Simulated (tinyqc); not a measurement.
n-type polysilicon, carrier trapping at grain boundaries: effect of the temperature.

One-dimensional grains of size Lg, uniform ionised doping N, monovalent traps Qt at each boundary at a depth Et below (for electrons) or above (for holes) the band edge there, abrupt depletion of width W on each side of a boundary, Boltzmann statistics. xi is the distance from the band edge at the grain centre to the Fermi level. Trapped charge Qt/(1 + exp((xi + VB - Et)/Vt)) = 2 N W, barrier VB = q N W^2/(2 eps0 eps_r).

NB is given at 250 K and scales as (T/250 K)^1.5. If the trap equation with xi = Vt ln(NB/N) has a root W < Lg/2, the grain is partly depleted; otherwise W = Lg/2 and the trap equation gives xi = Et - VB + Vt ln(Qt/(N Lg) - 1). N* = Qt/Lg. n0 = NB exp(-xi/Vt); mean density n0 (1 - 2 W/Lg) by charge balance in a partly depleted grain, and n0 (sqrt(pi)/2) erf(u)/u with u = sqrt(VB/Vt) in a fully depleted one; v = sqrt(kB T/(2 pi ms m0)); barrier resistivity Vt exp(VB/Vt)/(q fe n0 v Lg); grain resistivity (1 - 2 W/Lg)/(q n0 mug); effective mobility 1/(q mean density total resistivity). Rows with xi above 0.45 V, towards mid-gap, are left out, since the other carrier type is ignored.

Values chosen for this exercise; values of the order met in polycrystalline silicon:
```
symbol    value        unit                                                              meaning
eps_r      11.7                                                            relative permittivity
NB      2.13e19       cm^-3       conduction-band density of states at the reference temperature
Lg           45          nm                                                           grain size
Qt       2.6e12       cm^-2                                     trap density of a grain boundary
Et         0.33          eV  depth of the trap level from the majority band edge at the boundary
ms         0.33          m0                                         mass for thermionic emission
fe         0.25                                           correction factor of the emission rate
mug          81  cm^2/(V s)                                           mobility inside the grains
N        1.4e18       cm^-3                                                               doping
```

Constants: q = 1.602176634e-19 C, kB = 1.380649e-23 J/K, m0 = 9.1093837015e-31 kg, Vt = kB T/q, eps0 = 8.8541878128e-14 F/cm where lengths are in cm. Results are converted to the units shown.

The same in every row: N/N* = 2.4231.

Effect of the temperature:
```
T (K)  depleted share 2 W/Lg    VB (V)    xi (V)  mean density (cm^-3)  resistivity (ohm cm)  effective mobility (cm^2/(V s))
200                  0.41269  0.093346  0.041148             8.2223e17                4.0517                           1.8735
240                  0.41264  0.093319  0.055034             8.2231e17                1.8153                           4.1811
280                  0.41229  0.093164  0.069785             8.2279e17                1.0367                           7.3171
320                  0.41105  0.092602  0.085278             8.2454e17               0.68168                           11.104
360                  0.40784  0.091162   0.10142             8.2903e17               0.48528                           15.514
400                  0.40154  0.088367   0.11813             8.3785e17               0.36091                           20.641
440                  0.39153  0.084016   0.13537             8.5186e17               0.27642                           26.507
```

As T goes from 200 to 440, VB falls from 0.0933 to 0.0840 V, the resistivity falls from 4.05 to 0.276 ohm cm and the effective mobility rises from 1.87 to 26.5 cm^2/(V s). The activation energy kB ln(rho1/rho2)/(1/T1 - 1/T2) is 0.0830 eV between the first two rows and 0.101 eV between the last two; mug is held fixed. For T = 200 xi is under 2.5 Vt, where Boltzmann statistics begin to fail.

Program tinyqc, `OMP_NUM_THREADS=1 python tinyqc.py 2830296 2830297 out.jsonl`; Intel Xeon 2.30GHz, shared host, one thread, about 0.01 s.
